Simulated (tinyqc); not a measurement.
Gain against bias and Miller's formula: avalanche multiplication and breakdown of a junction from ionisation integrals. Computed by tinyqc, a small Python program. Command: `OMP_NUM_THREADS=1 python tinyqc.py 3002586 3002587 out.jsonl impact walk`. One thread of a shared host (Intel(R) Xeon(R) Processor @ 2.30GHz), about 0.01 s of CPU time with the checks.

Ionisation coefficients follow the local field. Position x runs through the depletion layer from the p side (x = 0), where electrons enter, to the n side (x = w), where holes enter. The built-in voltage is neglected.

Inputs (values chosen for the exercise, modelled on silicon): electron prefactor a_n = 704000 1/cm; electron field b_n = 1.27e+06 V/cm; hole prefactor a_p = 1.54e+06 1/cm; hole field b_p = 2.01e+06 V/cm; exponent c = 1; permittivity eps = 11.7; layer width W = 0.74 micrometre.

Junction: p-i-n with uniform field.

Constants: e = 1.602176634e-19 C; eps_0 = 8.8541878128e-12 F/m.

Method:
- alpha_n = a_n exp(-(b_n/F)^c), alpha_p = a_p exp(-(b_p/F)^c).
- Uniform field F = F_m, w = W, V = F_m W.
- With Phi(x) = int_0^x (alpha_n - alpha_p) dx': 1 - 1/M_n = I_n = int_0^w alpha_n exp(-Phi) dx and M_p = M_n exp(-Phi(w)); trapezoid rule on 401 even points; breakdown at I_n = 1.
- Solve I_n(F_m) = 1.
- Miller's exponent n is defined by 1 - 1/M = (V/V_B)^n for the larger M.

breakdown voltage = 27.5555 V

critical field F_m = 0.372371 MV/cm

Gain:
```
V/V_B   V (V)  F_m (MV/cm)     M_n     M_p  Miller exponent n
0.50   13.778      0.18619   1.059   1.002             4.1769
0.60   16.533      0.22342   1.195   1.016             3.5464
0.70   19.289      0.26066   1.508   1.065             3.0505
0.80   22.044      0.29790   2.230   1.224             2.6663
0.90   24.800      0.33513   4.512   1.844             2.3784
0.95   26.178      0.35375   9.114   3.191             2.2657
0.98   27.004      0.36492  22.932   7.315             2.2070
0.99   27.280      0.36865  45.960  14.213             2.1888
```

What follows from these numbers?

The larger gain passes 2 between 0.700 and 0.800 of V_B and reaches 46.0 at 0.99. Miller's exponent runs from 2.2 to 4.2, so it is not a constant: a fit holds over a narrow range only. From the first row to the last the voltage grows by a factor 1.98 and the peak field by 1.98.

Extremes, crossings and ranges named in words are read from the listed rows.
